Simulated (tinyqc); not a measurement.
# Current crowding under a contact, resistor ladder against the transmission-line model: effect of the contact resistivity

A metal contact of length d and width W on a thin layer of the same width. The metal has no resistance, the sheet resistance under it equals Rsh, and current enters the layer at the front edge x = 0.

Transfer length Lt = sqrt(rc/Rsh); front resistance Rc = (Rsh Lt/W) coth(d/Lt); end resistance Re = (Rsh Lt/W)/sinh(d/Lt).

Parameters, values chosen for the exercise:
```
symbol,value,unit,meaning
Rsh,230,ohm/sq,sheet resistance of the semiconductor layer
d,0.069,um,contact length
W,6,um,contact width
```

Result of one run:

| Lt (um) | d/Lt | Rc W (ohm um) |
|---|---|---|
| 0.01922 | 3.589 | 4.428 |

Which specific contact resistivity rc gave this result: 2.9e-10, 8.5e-10, 2.5e-9, 2.2e-8 or 1.9e-7 ohm cm^2?

rc = 8.5e-10 ohm cm^2.

The whole series:

| rc (ohm cm^2) | Lt (um) | d/Lt | Rc W (ohm um) |
|---|---|---|---|
| 9.8e-11 | 0.006528 | 10.57 | 1.501 |
| 2.9e-10 | 0.01123 | 6.145 | 2.583 |
| 8.5e-10 | 0.01922 | 3.589 | 4.428 |
| 2.5e-9 | 0.03297 | 2.093 | 7.817 |
| 7.4e-9 | 0.05672 | 1.216 | 15.56 |
| 2.2e-8 | 0.09780 | 0.7055 | 37.01 |
| 6.5e-8 | 0.1681 | 0.4104 | 99.43 |
| 1.9e-7 | 0.2874 | 0.2401 | 280.6 |

Rc W rises from 1.50 to 281 ohm um, as rc^(0.50) between the first two rows (d/Lt = 11) and rc^(0.97) between the last two (d/Lt = 0.24); a long contact gives the power 1/2 and a short one 1. In 3 of the 8 rows Lt is below 20 nm, near the thickness of a real layer, where current spreads in depth and the line model fails.

Program tinyqc, `OMP_NUM_THREADS=1 python tinyqc.py 2760055 2760056 out.jsonl`; Intel Xeon 2.30GHz, shared host, one thread, about 0.01 s.
